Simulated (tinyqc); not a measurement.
Grain growth, pinning, strength and diffusional creep of a polycrystal or thin film. Changing the anneal time t. Computed by tinyqc, a small Python program. Command: `OMP_NUM_THREADS=1 python tinyqc.py 3000199 3000200 out.jsonl grain sweep`. One thread of a shared host (Intel(R) Xeon(R) Processor @ 2.30GHz), about 0.01 s of CPU time with the checks.

One mean grain size d describes the structure.

Inputs (values chosen for the exercise, modelled on aluminium):
```
quantity                                    value       unit
shear modulus G                              24.9        GPa
Burgers vector b                            2.863   angstrom
boundary energy gamma                        0.31      J/m^2
mobility prefactor M0                     3.3e-06  m^4/(J s)
activation energy of boundary motion Q_m     1.06         eV
anneal temperature T                          539          K
initial grain size d0                          72         nm
particle volume fraction f                 0.0043          -
particle radius r                               2         nm
film thickness h                              390         nm
surface energy gamma_s                        1.1      J/m^2
friction stress sigma_0                        16        MPa
Hall-Petch slope k_y                        0.054  MPa m^0.5
```

Sample: thin film on a substrate.

Constants: k_B = 8.617333262e-05 eV/K.

Method:
- M = M0 exp(-Q_m/(k_B T)). The driving pressure is 2 gamma/d. Zener pinning pressure 3 f gamma/(2 r) stops growth at d_Z = 4 r/(3 f). Grooves where boundaries meet the surface have the angle theta = arcsin(gamma/(2 gamma_s)) and are taken to stop growth at d_h = h/(2 theta), a few film thicknesses; the limit is 1/d_lim = 1/d_Z + 1/d_h.
- dd/dt = 2 M gamma (1/d - 1/d_lim) integrates to 2 M gamma t = d_lim (d0 - d) + d_lim^2 ln[(d_lim - d0)/(d_lim - d)]; without pinning d^2 = d0^2 + 4 M gamma t.
- Hall-Petch term k_y/sqrt(d). Orowan term 3.06 x 0.4 G b ln(2 rbar/b)/(pi lambda sqrt(1 - nu)) with nu = 1/3, rbar = sqrt(2/3) r, lambda = rbar (sqrt(pi/f) - 2). Film term (threading dislocation, matched substrate, the geometry of an fcc (111) film taken for all cases): 3.464 G b ln(2 h/b)/(4 pi (1 - nu) h). The terms are added to sigma_0.

One run for each value:
```
anneal time t (s)  size without pinning (nm)  grain size d (nm)  Hall-Petch term (MPa)
0.063                                   72.2              72.18                 200.99
0.26                                    72.9              72.75                 200.21
1.1                                     75.7              75.11                 197.04
4.6                                     86.6              84.09                 186.22
19                                     121.3             112.36                 161.10
79                                     211.8             179.44                 127.48
330                                    413.3             292.72                  99.81
1400                                   841.4             403.78                  84.98
5700                                  1693.1             427.74                  82.57
```

What does the table show, and why?

Over the rows, size without pinning (nm) rises from 72.2 to 1690 (exponent d ln y / d ln x 0.0066 between the first rows and 0.50 between the last); grain size d (nm) rises from 72.2 to 428 (exponent d ln y / d ln x 0.0055 between the first rows and 0.041 between the last); Hall-Petch term (MPa) falls from 201 to 82.6 (exponent d ln y / d ln x -0.0028 between the first rows and -0.021 between the last). At the high end the exponent of size without pinning is 0.50, close to 0.50: parabolic growth. At the low end the exponent of size without pinning is 0.01, close to 0: the initial size still rules. At the low end the exponent of grain size d is 0.01, close to 0: no growth yet, or stagnation.

Caution (rows 0.0630, 0.260, 1.10, 4.60, 19.0, 79.0): the grains are smaller than the film is thick, so they are not columnar, and the groove drag and film term are overstated.
